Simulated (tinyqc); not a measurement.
From results back to parameters: Koster-Slater impurity in an sp3s* host.

Problem. In the Koster-Slater model a defect shifts the s level of its site by Vs and the p levels by Vp; an A1 level solves 1/Vs = G_s(E) and a T2 level 1/Vp = G_p(E), E from the top of the valence band. A defect has an A1 level at E = 0.6676 eV, one of the energies of the table, and a T2 level at 4.6729 eV.

G(E) of the host (1/eV):
```
E (eV)         G_s         G_p
0.0000  -0.0037924   0.0487507
0.6676  -0.0080178   0.0291284
1.3351  -0.0125601   0.0167284
2.0027  -0.0176691   0.0063227
2.6702  -0.0236864  -0.0034717
3.3378  -0.0311840  -0.0136046
4.0054  -0.0413001  -0.0252907
4.6729  -0.0569626  -0.0412659
5.3405  -0.0953246  -0.0796047
```

Find: Vs, Vp.

Solution. Read G_s and G_p at the two energies and invert them. Vs is attractive and pulls its level down from the conduction bands. Vp is attractive and pulls its level down from the conduction bands.

Vs, Vp (eV): -124.7  -24.2

Computed by tinyqc, a small Python program: `OMP_NUM_THREADS=1 python tinyqc.py 1451099 1451100 out.jsonl` (the numbers bound the seed that draws the inputs); one thread of a shared host (Intel(R) Xeon(R) Processor @ 2.30GHz), about 0.09 s for the whole set of steps.
